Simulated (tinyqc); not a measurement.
What the excited states change: donors on two lattice sites with valley-orbit split states.

Each donor binds at most one electron, in any of its states. For a site s, W_s = sum over its states of g exp(E/kT), and the ionised share is 1/(1 + W_s exp(eta)), eta = (EF - Ec)/kT; n = Nc F_1/2(eta); neutrality n + NA = ND x (mean ionised share, the two sites in equal numbers); holes are neglected. Nc from N = 2 (m kB T/(4 pi c))^(3/2) with c = hbar^2/2m0, in 1/angstrom^3; times 1e24 for 1/cm^3, m = md. F_j(eta) = (1/Gamma(j + 1)) integral_0^infinity x^j dx/(1 + exp(x - eta)), which tends to exp(eta) for eta << 0.

Constants: hbar^2/2m0 = 3.80998211 eV angstrom^2; kB = 8.617333262e-05 eV/K.

Parameters, chosen for this exercise (near those of nitrogen in 4H-SiC; the results hold for these values, not for the real material):
- md = 0.807 m0 (density-of-states mass of the conduction band)
- E = (60.6, 53.6, 122.9, 75.7) meV (binding energies of h ground, h excited, k ground, k excited)
- g = (2, 4, 2, 4) (their degeneracies with spin)
- ND = 8.7e+15 1/cm^3 (donors, half on each site)
- NA = 1.3e+14 1/cm^3 (compensating acceptors, all ionised)

The last columns keep only the ground state of each site (g = 2).

Results:
```
T (K)  effective degeneracy, h site     eta  n (1/cm^3)  n, ground states only  ratio
40                             2.52  -15.03    2.63e+11               3.32e+11  0.793
60                             3.03   -9.87    8.42e+13               1.12e+14  0.751
80                             3.45   -8.38    5.73e+14               7.51e+14  0.764
110                            3.91   -7.64    1.93e+15               2.42e+15  0.800
150                            4.33   -7.49    3.58e+15               3.95e+15  0.905
250                            4.89   -7.56    7.19e+15               7.43e+15  0.968
300                            5.05   -7.73    7.96e+15               8.12e+15  0.980
400                            5.26   -8.11    8.40e+15               8.46e+15  0.992
500                            5.40   -8.44    8.50e+15               8.53e+15  0.996
```

Give the missing row, T (K) = 200.

Computed row:
```
T (K)  effective degeneracy, h site    eta  n (1/cm^3)  n, ground states only  ratio
200                            4.66  -7.49    5.55e+15               5.82e+15  0.955
```

The effective degeneracy grows from 2.52 to 5.40. Excited states hold electrons back, so the ratio is never above 1; it is lowest, 0.751, at 60 K of those listed, and 0.980 at 300 K. At low T the excited states empty out, and at high T more donors are ionised (n is 99 % of ND - NA in the last row), so the effect is largest in between.

(tinyqc, `OMP_NUM_THREADS=1 python tinyqc.py 1651913 1651914 out.jsonl`, Intel(R) Xeon(R) Processor @ 2.30GHz, 1 thread, shared host, about 0.03 s.)
